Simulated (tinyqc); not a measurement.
Ion implantation: universal nuclear stopping, Lindhard-Scharff electronic stopping and a Gaussian range profile. Changing the mass of the ion at fixed atomic number. Computed by tinyqc, a small Python program. Command: `OMP_NUM_THREADS=1 python tinyqc.py 3013762 3013763 out.jsonl implant sweep`. One thread of a shared host (Intel(R) Xeon(R) Processor @ 2.30GHz), about 0.1 s of CPU time with the checks.

An ion slows by elastic collisions with screened nuclei and by friction with electrons; channelling is ignored and the target is uniform.

Inputs (values chosen for the exercise, modelled on indium ions in silicon):

| quantity | value | unit |
|---|---|---|
| ion atomic number Z1 | 49 | - |
| target atomic number Z2 | 14 | - |
| target mass M2 | 28.09 | u |
| target density N | 49.94 | 1/nm^3 |
| ion energy E | 78 | keV |
| scale factor of electronic stopping k | 1.5 | - |

Method:
- Reduced energy eps = 32.53 M2 E/(Z1 Z2 (M1 + M2)(Z1^0.23 + Z2^0.23)), E in keV; s_n = ln(1 + 1.1383 eps)/(2 (eps + 0.01321 eps^0.21226 + 0.19593 eps^0.5)) for eps up to 30 and ln(eps)/(2 eps) above; S_n = 8.462 Z1 Z2 M1 s_n/((M1 + M2)(Z1^0.23 + Z2^0.23)) in 1e-15 eV cm^2.
- S_e = k 3.83 Z1^(7/6) Z2/(Z1^(2/3) + Z2^(2/3))^(3/2) sqrt(E/M1) in 1e-15 eV cm^2, E in keV.
- Path length R = int_0^E dE'/(N (S_n + S_e)); energy lost to nuclei nu = int_0^E S_n/(S_n + S_e) dE' (both with E' = E y^3 and 64 Gauss-Legendre points in y).
- Estimates of Lindhard type: R_p = R/(1 + M2/(3 M1)), straggle dR_p = (2/3) R_p sqrt(M1 M2)/(M1 + M2).

One run for each value:

| ion mass M1 (u) | projected range R_p (nm) | path length R (nm) | straggle dR_p (nm) | energy lost to nuclei nu (keV) |
|---|---|---|---|---|
| 57.5 | 42.96 | 49.95 | 13.45 | 63.17 |
| 72.4 | 43.82 | 49.49 | 13.11 | 65.00 |
| 91.3 | 44.96 | 49.57 | 12.71 | 66.51 |
| 115.0 | 46.45 | 50.23 | 12.30 | 67.73 |
| 145.0 | 48.37 | 51.49 | 11.89 | 68.73 |
| 183.0 | 50.77 | 53.37 | 11.50 | 69.55 |
| 230.0 | 53.67 | 55.85 | 11.14 | 70.21 |

Over the rows, projected range R_p (nm) rises from 43.0 to 53.7 (exponent d ln y / d ln x 0.086 between the first rows and 0.24 between the last); path length R (nm) goes from 50.0 through a minimum among these rows, 49.5 at 72.4, to 55.9; straggle dR_p (nm) falls from 13.4 to 11.1 (exponent d ln y / d ln x -0.11 between the first rows and -0.14 between the last). R_p/R goes from 0.86 to 0.96: a heavier ion is deflected less. The masses are formal and span far more than real isotopes.

Extremes, crossings and ranges named in words are read from the listed rows.
